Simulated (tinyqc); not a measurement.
# Changing the Grueneisen parameter gamma_TA

Model: quasi-harmonic thermal expansion with mode Grueneisen parameters. Computed by tinyqc, a small Python program. Command: `OMP_NUM_THREADS=1 python tinyqc.py 3007486 3007487 out.jsonl qha sweep`. One thread of a shared host (Intel(R) Xeon(R) Processor @ 2.30GHz), about 0.07 s of CPU time with the checks.

A crystal with two atoms a cell; per atom there are 1 transverse acoustic (TA), 1/2 longitudinal acoustic (LA) and 3/2 optical (O) modes. Every frequency of group i scales as nu_i (V/V0)^(-gamma_i). Each group has one frequency. Static energy: E = (9 V0 B0/16) [y^3 B' + y^2 (2 - 4 y)], y = (V0/V)^(2/3) - 1, with pressure P_s = (3 B0/2) (z^7 - z^5) [1 + (3/4)(B' - 4)(z^2 - 1)], z = (V0/V)^(1/3).

Inputs (values chosen for the exercise, modelled on cadmium telluride):
```
quantity                       value             unit
static volume V0                  34  angstrom^3/atom
static bulk modulus B0          41.4              GPa
static B'                       4.82                -
frequency nu_TA                  1.1              THz
frequency nu_LA                 3.44              THz
frequency nu_O                  4.68              THz
Grueneisen parameter gamma_LA    1.1                -
Grueneisen parameter gamma_O     1.4                -
temperature T                    500                K
step factor f                    1.2                -
```

Acoustic groups: Einstein.

Constants: h x 1 THz = 4.135667696 meV; k_B = 8.617333262e-05 eV/K; 1 eV/angstrom^3 = 160.2176634 GPa.

Method:
- For a mode with x = h nu/(k_B T), n = 1/(exp(x) - 1): U = h nu (n + 1/2), C/k_B = x^2 n (n + 1); U_i and C_i sum these over group i with its weight per atom.
- Phonon pressure P_ph = sum_i gamma_i U_i/V.
- gamma_th = sum gamma_i C_i / sum C_i; volume expansion coefficient alpha_V = gamma_th C k_B/(B0 V0); linear coefficient alpha_V/3; first-order volume change P_ph/B0.
- Start at V0 and step V(new) = V [1 + f (P_s + P_ph)/B0]; stop when |P_s + P_ph| < 1e-8 GPa, after 60 steps, or when V leaves 0.7 to 1.3 V0.
- B_T = -V d(P_s + P_ph)/dV at fixed T (central difference, step 1e-4 V); alpha_V = sum gamma_i C_i k_B/(B_T V), all at V(T); the linear coefficient is alpha_L = alpha_V/3.
- C_P - C_V = alpha_V^2 B_T V T; the optical frequency is nu_O (V/V0)^(-gamma_O).
- At T = 0, U_i is the zero-point energy (h nu/2 a mode); solve P_s + P_ph = 0.

One run for each value; columns: (1) Grueneisen parameter gamma_TA; (2) linear expansion coefficient (ppm/K); (3) gamma_th at V0; (4) volume change from V0 (%); (5) zero-point volume change (%):
```
(1)      (2)     (3)     (4)      (5)
-2.2   1.357  0.1388  0.2404  0.21871
-1.7   3.022  0.3070  0.4891  0.23182
-1.2   4.711  0.4752  0.7402  0.24492
-0.7   6.424  0.6434  0.9938  0.25800
-0.2   8.162  0.8116  1.2498  0.27106
0.3    9.926  0.9799  1.5083  0.28409
0.8   11.715  1.1481  1.7694  0.29709
1.3   13.531  1.3163  2.0331  0.31005
1.8   15.374  1.4845  2.2993  0.32297
```

Describe the trends.

Over the rows, linear expansion coefficient (ppm/K) rises from 1.36 to 15.4; gamma_th at V0 rises from 0.139 to 1.48; volume change from V0 (%) rises from 0.240 to 2.30.
